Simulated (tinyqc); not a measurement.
Splitting against the number of planes: valley splitting in a one-orbital chain of atomic planes (second-neighbour model).

Each (001) plane carries one orbital with energy e0, hopping v to the next plane and u to the second: E(phi) = e0 + 2 v cos(phi) + 2 u cos(2 phi), where phi = pi - k a/4 (the sign of every second orbital is chosen so that v > 0, which shifts the phase by pi). The minimum lies at cos(phi0) = -v/(4u), phi0 = pi - (pi/2) k0 for a valley at k0 (2 pi/a), and e0 puts it at zero. A slab of N planes has hard walls: the matrix simply ends.

Constants: hbar^2/2m0 = 3.80998211 eV angstrom^2.

Values chosen for the exercise (out of a larger set: near those of the Delta valleys of silicon; abrupt walls in this chain split the valleys several times more than measured wells; not measured data):

| symbol | value | unit | meaning |
|---|---|---|---|
| a | 5.436 | angstrom | lattice constant; planes lie a/4 apart |
| ml | 0.867 | m0 | longitudinal mass |
| N0 | 21 |  | first number of planes |

u = 0.632544 eV
v = 0.617673 eV
e0 = 1.415875 eV
phi0 = 1.817411 rad

Ten slabs from N0 on, of thickness (N - 1) a/4 between the outer planes. Effective mass: E1 = (c/ml)(pi/W)^2 with W = (N + 2) a/4: the amplitude vanishes on two missing planes at each end, and the envelope has its nodes N + 2 spacings apart. Large-N estimate of the splitting: 16 pi^2 u |sin(phi0) sin((N + 2) phi0)|/(N + 2)^3.

Doublet (meV):

| N | thickness (angstrom) | mean level | effective mass | splitting | estimate |
|---|---|---|---|---|---|
| 21 | 27.18 | 44.26 | 44.39 | 6.681 | 6.521 |
| 22 | 28.54 | 40.51 | 40.77 | 2.119 | 2.497 |
| 23 | 29.90 | 37.53 | 37.57 | 6.133 | 6.156 |
| 24 | 31.26 | 34.54 | 34.74 | 0.957 | 0.708 |
| 25 | 32.62 | 32.15 | 32.21 | 4.452 | 4.579 |
| 26 | 33.98 | 29.85 | 29.95 | 2.703 | 2.571 |
| 27 | 35.33 | 27.83 | 27.92 | 2.409 | 2.565 |
| 28 | 36.69 | 26.06 | 26.09 | 3.263 | 3.222 |
| 29 | 38.05 | 24.34 | 24.44 | 0.541 | 0.674 |
| 30 | 39.41 | 22.92 | 22.93 | 2.932 | 2.954 |

What can be read from this table?

The mean level falls smoothly, from 44.3 to 22.9 meV, within 0.7 % of the effective-mass value. The splitting swings between 0.541 (N = 29) and 6.681 meV (N = 21): one plane more or less changes the phase between the two walls by phi0 = 1.817 rad. The estimate misses the computed values by at most 0.378 meV.

(tinyqc, `OMP_NUM_THREADS=1 python tinyqc.py 1451896 1451897 out.jsonl`, Intel(R) Xeon(R) Processor @ 2.30GHz, 1 thread, shared host, about 0.01 s.)
